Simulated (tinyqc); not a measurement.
## Avrami exponent and activation energy from three anneals

Inverse problem. Isothermal crystallisation follows X = 1 - exp(-(k t)^n) with k proportional to exp(-Ec q/(kB T)). Find n, k at both temperatures and Ec.

Constants: q = 1.602176634e-19 C, kB = 1.380649e-23 J/K. Results are converted to the units shown.

X at (395 K, 880 s), (395 K, 1760 s) and (415 K, 34 s): 0.15333203  0.84788662  0.36423966

Solution. -ln(1 - X) = (k t)^n: the two times give n, and the two rates give Ec.

n = 3.500
k at 395 K = 6.808e-4 1/s
k at 415 K = 0.02346 1/s
Ec = 2.500 eV

Computed by the program tinyqc: `OMP_NUM_THREADS=1 python tinyqc.py 2490003 2490004 out.jsonl`, one thread of a shared Intel Xeon 2.30GHz, about 0.02 s for the whole run.
